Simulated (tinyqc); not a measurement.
Length of a molecular wire: coherent transport through a tight-binding bridge. Computed by the program tinyqc. T = Gamma_L Gamma_R |G_1n|^2 with the self-energies of semi-infinite chains.

A uniform bridge between two chains:

| parameter | value |
|---|---|
| site energy (eV) | 1.100000 |
| hopping in the bridge (eV) | 0.540000 |
| lead hopping (eV) | 1.940000 |
| couplings (eV) | 0.47, 1.15 |
| E (eV) | -0.070000 |

Transmission against length:

| sites | T | ln T |
|---|---|---|
| 2 | 4.9538e-02 | -3.0050 |
| 3 | 1.8991e-02 | -3.9638 |
| 4 | 7.9175e-03 | -4.8387 |
| 5 | 3.4216e-03 | -5.6777 |
| 6 | 1.5020e-03 | -6.5010 |
| 7 | 6.6389e-04 | -7.3174 |
| 9 | 1.3068e-04 | -8.9428 |
| 10 | 5.8051e-05 | -9.7542 |

Estimate the missing row, sites = 8.

Computed row:
```
sites           T     ln T
8      2.9434e-04  -8.1308
```

E lies outside the band of the bridge (|E - e|/2h = 1.083 > 1), so T decays as exp(-beta n) with beta = 2 arccosh(1.083) = 0.8109 a site; the last two rows give 0.8114.
